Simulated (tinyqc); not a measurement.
Grain growth, pinning, strength and diffusional creep of a polycrystal or thin film: one step, computed by the program tinyqc.

One mean grain size d describes the structure.

Task: Grain size after the anneal. dd/dt = 2 M gamma (1/d - 1/d_lim) integrates to 2 M gamma t = d_lim (d0 - d) + d_lim^2 ln[(d_lim - d0)/(d_lim - d)]; without pinning d^2 = d0^2 + 4 M gamma t.

Inputs (values chosen for the exercise, modelled on copper):
```
quantity               value   unit
boundary energy gamma   0.57  J/m^2
anneal temperature T     640      K
anneal time t             15      s
initial grain size d0     40     nm
```

mobility M = 4.848781e-15 m^4/(J s)

limit d_lim = 9803.922 nm

Give: size without pinning; grain size d.

Result:

size without pinning = 409.18 nm

grain size d = 403.51 nm

Pinning holds d to 99 % of the free value.
